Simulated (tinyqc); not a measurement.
Frenkel-Kontorova chain: a misfit dislocation (kink) in a monolayer on a periodic substrate. Changing the corrugation W. Computed by tinyqc, a small Python program. Command: `OMP_NUM_THREADS=1 python tinyqc.py 3027185 3027186 out.jsonl fkchain sweep`. One thread of a shared host (Intel(R) Xeon(R) Processor @ 2.30GHz), about 0.03 s of CPU time with the checks.

E = sum_j [(k/2)(x_(j+1) - x_j - b)^2 + (W/2)(1 - cos(2 pi x_j/a))], x_j = a (j + u_j). A kink takes u from 0 to 1: the chain is stretched by one period and has one atom fewer than wells.

Inputs (values chosen for the exercise, for a model overlayer):

| quantity | value | unit |
|---|---|---|
| spring constant k | 1.54 | eV/angstrom^2 |
| substrate period a | 2.75 | angstrom |
| misfit f = (b - a)/a | 0.32 | - |
| atoms on each side n | 8 | - |
| atomic mass M | 170 | u |

Relaxation: Newton steps.

Constants: nu for 1 eV/(angstrom^2 u) = 15.6333042 THz.

Method:
- l0 = sqrt(k a^2/(2 W)); kink u(j) = (2/pi) arctan exp(pi j/l0); kink energy at f = 0: E0 = (4/pi) W l0; with misfit E0 - k a^2 f; kinks become favourable at f_c = 2/(pi l0), and a coherent chain with free ends loses stability at f_m = 1/l0. Lowest vibration of the flat chain: nu0 = 15.6333042 THz x sqrt(2 pi^2 W/(a^2 M)).
- Discrete chain at f = 0, ends held at u = 0 and 1: E = (k a^2/2) sum (u_(j+1) - u_j)^2 + (W/2) sum (1 - cos 2 pi u_j), gradient g_j = k a^2 (2 u_j - u_(j-1) - u_(j+1)) + pi W sin(2 pi u_j), Hessian 2 k a^2 + 2 pi^2 W cos(2 pi u_j) on the diagonal and -k a^2 beside it.
- Start as above (continuum shape at j + 1/2, j = -n..n-1, l0 = sqrt(k a^2/(2 W))). u(new) = u - H^-1 g; stop when the largest gradient is below 1e-9 eV.
- Repeat by Newton steps with an atom at the centre (j = -n..n, u_0 = 1/2). Barrier = difference of the two energies; the lowest Hessian eigenvalue tells minimum from saddle.

One run for each value:

| corrugation W (eV) | kink width l0 | Peierls barrier (meV) | energy, centre between atoms (eV) | kink energy E0 (eV) | critical misfit f_c |
|---|---|---|---|---|---|
| 0.39 | 3.864 | 8.178e-01 | 1.900 | 1.919 | 0.1648 |
| 0.51 | 3.379 | 3.632e+00 | 2.164 | 2.194 | 0.1884 |
| 0.66 | 2.970 | 1.257e+01 | 2.447 | 2.496 | 0.2143 |
| 0.87 | 2.587 | 3.972e+01 | 2.779 | 2.866 | 0.2461 |
| 1.10 | 2.301 | 9.246e+01 | 3.076 | 3.222 | 0.2767 |
| 1.50 | 1.970 | 2.395e+02 | 3.477 | 3.763 | 0.3231 |
| 1.90 | 1.751 | 4.434e+02 | 3.775 | 4.235 | 0.3636 |
| 2.50 | 1.526 | 8.234e+02 | 4.101 | 4.858 | 0.4171 |
| 3.30 | 1.328 | 1.417e+03 | 4.399 | 5.581 | 0.4792 |

Describe and explain the trends.

Over the rows, kink width l0 falls from 3.86 to 1.33 (exponent d ln y / d ln x about -0.50 throughout); Peierls barrier (meV) rises from 0.818 to 1420 (exponent d ln y / d ln x 5.6 between the first rows and 2.0 between the last); energy, centre between atoms (eV) rises from 1.90 to 4.40 (exponent d ln y / d ln x 0.49 between the first rows and 0.25 between the last). The exponent of kink energy E0 stays at 0.50: the geometric mean of spring and corrugation. The exponent of critical misfit f_c stays at 0.50: f_c goes as 1/l0. ln(barrier/W) against l0 has the slope -2.52 between the first rows; for wide kinks the law is l0^2 exp(-pi l0), with slope 2/l0 - pi = -2.59. The continuum energy is too high by 1.00 % in the first row and 27 % in the last.

Caution (rows 0.660, 0.870, 1.10, 1.50, 1.90, 2.50, 3.30): for l0 below about 3 the kink spans few atoms, and the continuum kink energy is off by about 2 per cent or more. Caution (rows 1.10, 1.50, 1.90, 2.50, 3.30): a corrugation above 1 eV is larger than real overlayers usually show; it is chosen to keep the kink narrow.
